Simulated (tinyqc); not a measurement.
Off-state leakage of single and stacked transistors: two steps of the calculation.

n-channel devices of unit width. Subthreshold current I(Vg, Vs, Vd) = I0 (T/300 K)^0.5 exp[(Vg - Vs - VT(T) - gb (Vs - Vb) + dd (Vd - Vs))/(nf Vt)] (1 - exp(-(Vd - Vs)/Vt)), VT(T) = VT - cT (T - 300 K). Gate-edge tunnelling Ig (Vd/1 V) exp(ag (Vd - 1 V)), for a gate at 0 V, and band-to-band leakage Ab u exp(-Bb/u), u = Vd - Vb + 1 V, flow at a drain held at V; both are taken as independent of T. In a stack of off transistors (all gates at 0 V) the same subthreshold current passes through each.

Values chosen for this exercise; values of the order met in bulk silicon logic transistors:
```
symbol   value       unit                                             meaning
T          330          K                                         temperature
V          1.2          V                                      supply voltage
VT        0.36          V        threshold at 300 K, zero drain and body bias
cT         0.6       mV/K              fall of the threshold with temperature
I0        0.87      uA/um                       current at threshold at 300 K
nf        1.19                                                   slope factor
dd        0.16                                drain-induced lowering per volt
gb         0.1             rise of the threshold per volt of source-body bias
Ig      0.0003      uA/um                 gate-edge tunnelling current at 1 V
ag         3.9        1/V               exponential slope of the gate current
Ab           2  uA/(um V)      prefactor of band-to-band leakage at the drain
Bb          21          V                             its exponential voltage
Vb        -0.6          V                                        body voltage
```

Constants: q = 1.602176634e-19 C, kB = 1.380649e-23 J/K, Vt = kB T/q. Results are converted to the units shown.

Question 1. Leakage of one transistor. Vg = Vs = 0, Vd = V; effective threshold VT(T) - gb Vb - dd V.

Give: effective threshold; parts; total; shares.

Answer 1.

effective threshold = 0.2100 V
parts (nA/um): subthreshold 1.841, gate edge 0.7853, band-to-band 3.097
total = 5.724 nA/um
shares (%): subthreshold 32.17, gate edge 13.72, band-to-band 54.11

The band-to-band part is the largest.

Question 2. New Vx. Stack of two, Vx the node between them: I_low = I(0, 0, Vx), I_up = I(0, Vx, V), f = ln(I_up/I_low), f' = -(1 + gb + 2 dd)/(nf Vt) - 1/(Vt (exp(Vx/Vt) - 1)) - 1/(Vt (exp((V - Vx)/Vt) - 1)), Vx(new) = Vx - f/f'.

Vx at the start = 0.135 V

Find: I_low; I_up; f; f'; Vx after iteration 1.

Answer 2.

I_low = 0.01187 nA/um
I_up = 0.01208 nA/um
f = 0.01758
f' = -42.27 1/V
Vx after iteration 1 = 0.1354 V

Computed by the program tinyqc: `OMP_NUM_THREADS=1 python tinyqc.py 2242263 2242264 out.jsonl`, one thread of a shared Intel Xeon 2.30GHz, about 0.03 s for the whole run.
